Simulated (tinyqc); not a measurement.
# Square on-chip spiral inductor, lumped pi model: effects of single changes

Outer diameter do = di + 2 n wd + 2 (n - 1) sp, mean da = (do + di)/2, fill p = (do - di)/(do + di), length l = 4 n da. L = 2.34 mu0 n^2 da/(1 + 2.75 p), mu0 = 4 pi 1e-7 H/m. Rs = rho l/(wd delta (1 - exp(-th/delta))), delta = sqrt(rho/(pi f mu0)). Cs = n wd^2 eps0 eo/hu across the coil. At each end Cox = l wd eps0 eo/(2 ho) leads to the substrate branch Rsi = 2 rs he/(l wd) in parallel with Csi = l wd eps0 11.7/(2 he). With one end grounded Y = 1/(Rs + i w L) + i w Cs + 1/[1/(i w Cox) + 1/(1/Rsi + i w Csi)], w = 2 pi f; Q = -Im Y/Re Y. Eddy currents in neighbouring turns and in the substrate are left out.

Values chosen for this exercise; values of the order met in silicon radio-frequency processes: number of turns n = 6.5; line width wd = 4 um; space between turns sp = 2 um; inner diameter di = 100 um; metal thickness th = 0.9 um; metal resistivity rho = 1.9 uohm cm; oxide below the coil ho = 3.9 um; oxide between coil and underpass hu = 0.9 um; relative permittivity of the oxide eo = 4.1; substrate resistivity rs = 10 ohm cm; effective spreading depth in the substrate he = 50 um; frequency f = 8 GHz.

Constants: eps0 = 8.8541878128e-12 F/m. Results are converted to the units shown.

Each table varies one quantity; the others keep the values above.

## Quality factor against frequency

Apparent inductance Im(1/Y)/w; share of the loss Re(substrate branch)/Re Y.

Quality factor against frequency:
```
f (GHz)  Rs (ohm)  w L/Rs       Q  apparent inductance (nH)  loss in the substrate (%)
0.19        20.53  0.5679  0.5656                     9.745                    0.01189
0.32        21.07  0.9322  0.9262                     9.757                    0.04846
0.52        21.72   1.469   1.451                     9.790                     0.2180
0.84        22.55   2.285   2.212                     9.873                      1.095
1.4         23.73   3.620   3.238                     10.09                      6.009
2.3         25.25   5.590   3.821                     10.51                      23.84
3.7         27.18   8.353   3.112                     11.12                      53.85
6           29.80   12.36   1.717                     11.52                      78.19
9.9         33.47   18.15  0.3902                     5.594                      90.71
```

Q goes from 0.566 through a maximum of 3.82 (at f = 2.3 GHz among the rows listed) to 0.390; the exact peak is 3.82 at 2.28 GHz and Q reaches zero at the self-resonance, 11.6 GHz. The share of the substrate rises from 0.0119 to 90.7 %, and the apparent inductance ends at 0.573 times L. At the peak the substrate takes 23.3 % of the loss. For f = 9.9 the coil is longer than 0.15 of a wavelength in the oxide, where one lumped section is rough.

## Effect of the line width

Same model as above.

Peak Q and its frequency from a search over f; self-resonance where Im Y = 0; Q at the given f (negative beyond resonance).

Effect of the line width:
```
wd (um)  L (nH)  do (um)  peak Q  f of the peak (GHz)  self-resonance (GHz)   Q at f
2         10.05    148.0   3.306                4.078                 18.88    2.459
4         9.767    174.0   3.822                2.279                 11.59   0.9318
6         9.723    200.0   4.136                1.700                 8.215  0.05545
9         9.898    239.0   4.413                1.283                 5.434  -0.6472
13        10.36    291.0   4.601               0.9902                 3.508   -1.128
18        11.14    356.0   4.700               0.7770                 2.339   -1.446
25        12.38    447.0   4.722               0.5969                 1.567   -1.686
```

What does the table show?

As wd goes from 2 to 25, L goes from 10.1 through a minimum of 9.72 (at wd = 6 among the rows listed) to 12.4 nH, the peak Q rises from 3.31 to 4.72, its frequency falls from 4.08 to 0.597 GHz and the self-resonance falls from 18.9 to 1.57 GHz.

Program tinyqc, `OMP_NUM_THREADS=1 python tinyqc.py 2302090 2302091 out.jsonl`; Intel Xeon 2.30GHz, shared host, one thread, about 0.01 s.
